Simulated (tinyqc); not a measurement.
Wafer and channel orientation: ellipsoidal valleys in the axes of a wafer and a channel.

Valleys with axes a along x, y and z, two valleys each; inverse mass tensor w = 1/mt + (1/ml - 1/mt) a a. Device axes: z = nz/|nz|, x = nx/|nx|, y = z cross x; in them a = (ax, ay, az). Confinement mass mz = 1/w_zz. In the plane w_ij is replaced by u_ij = w_ij - w_iz w_jz/w_zz (i, j = x, y); density-of-states mass md = 1/sqrt(det u); conductivity mass along x mc = 1/u_xx; ballistic transport mass mx = u_yy/det u, width mass my = 1/u_yy.

Hard walls: E_n = c (n pi/t)^2/mz, c = hbar^2/2m0, n = 1, 2, 3. Non-degenerate share of a valley proportional to md sum_n exp(-E_n/kT); mean 1/mc = sum of share/mc. 1 nm = 10 angstrom.

Constants: hbar^2/2m0 = 3.80998211 eV angstrom^2; kB = 8.617333262e-05 eV/K.

Inputs chosen for the exercise (near those of the Delta valleys of Si; the results hold for these values, not for the real material): ml = 0.88 m0 (longitudinal mass); mt = 0.185 m0 (transverse mass); t = 3.3 nm (thickness of the film); T = 400 K (temperature).

For each face/channel: the lowest ladder (mz, number of valleys, md, E1, share) and the mean conductivity mass over all valleys.

Results:

| face/channel | mz | valleys | md | E1 (meV) | share | mean mc |
|---|---|---|---|---|---|---|
| (111)/[11-2] | 0.251 | 6 | 0.346 | 137.5 | 1.000 | 0.2879 |
| (110)/[1-11] | 0.306 | 4 | 0.314 | 112.9 | 0.930 | 0.3206 |
| (100)/[011] | 0.880 | 2 | 0.185 | 39.2 | 0.945 | 0.1891 |
| (111)/[1-10] | 0.251 | 6 | 0.346 | 137.5 | 1.000 | 0.2879 |
| (113)/[1-10] | 0.523 | 2 | 0.240 | 66.0 | 0.874 | 0.1955 |
| (110)/[1-10] | 0.306 | 4 | 0.314 | 112.9 | 0.930 | 0.4703 |
| (210)/[001] | 0.502 | 2 | 0.245 | 68.7 | 0.855 | 0.1920 |

What does the comparison show?

The mean conductivity mass is lowest, 0.1891, for (100)/[011] and highest, 0.4703, for (110)/[1-10]; the bulk value is 0.2511. The confinement energy is lowest on the face with the heaviest mz ((100), 39 meV). The density of states of the lowest ladder, valleys times md, runs between 0.370 and 2.078; a small value limits the charge through the quantum capacitance.

Run: tinyqc, `OMP_NUM_THREADS=1 python tinyqc.py 1851141 1851142 out.jsonl`; Intel(R) Xeon(R) Processor @ 2.30GHz, one thread, shared host; about 0.01 s of CPU time with all checks.
